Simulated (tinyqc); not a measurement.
## Thin-film resistivity, exact integral against the thick limit

Fuchs-Sondheimer for a film of thickness d, k = d/lam: rho0/rho = 1 - (3 (1 - ps)/(2 k)) int_1^infinity (t^-3 - t^-5)(1 - exp(-k t))/(1 - ps exp(-k t)) dt; thick limit rho/rho0 = 1 + 3 (1 - ps)/(8 k).

Inputs (values chosen for the exercise); metal values close to those of copper: bulk resistivity rho0 = 1.69 uohm cm; bulk mean free path lam = 41 nm; specular share of surface scattering ps = 0.

Result of one run:
```
d (nm),k,"rho/rho0, exact",thick limit,error of the limit (%),rho (uohm cm)
7.7,0.1878,3.213,2.997,-6.74,5.430
```

What becomes of these results when the film thickness d is changed from 7.7 to 110 nm, all else the same?

Result of the changed run:
```
d (nm),k,"rho/rho0, exact",thick limit,error of the limit (%),rho (uohm cm)
110,2.683,1.160,1.140,-1.74,1.960
```

The whole series:
```
d (nm),k,"rho/rho0, exact",thick limit,error of the limit (%),rho (uohm cm)
2,0.04878,7.866,8.688,10.4,13.29
4,0.09756,4.861,4.844,-0.349,8.215
7.7,0.1878,3.213,2.997,-6.74,5.430
15,0.3659,2.225,2.025,-8.98,3.760
29,0.7073,1.655,1.530,-7.56,2.798
56,1.366,1.334,1.275,-4.42,2.254
110,2.683,1.160,1.140,-1.74,1.960
210,5.122,1.079,1.073,-0.531,1.823
410,10.00,1.039,1.038,-0.141,1.756
```

rho/rho0 falls from 7.87 to 1.04. The error of the thick limit goes from 10 through a minimum of -9.0 (at d = 15 nm among the rows listed) to -0.14 %; it stays within 5 % for k of 1.366 and above among the rows listed. The change of sign at small k is a crossing of two different laws, not agreement.

Computed by the program tinyqc: `OMP_NUM_THREADS=1 python tinyqc.py 2100055 2100056 out.jsonl`, one thread of a shared Intel Xeon 2.30GHz, about 0.01 s for the whole run.
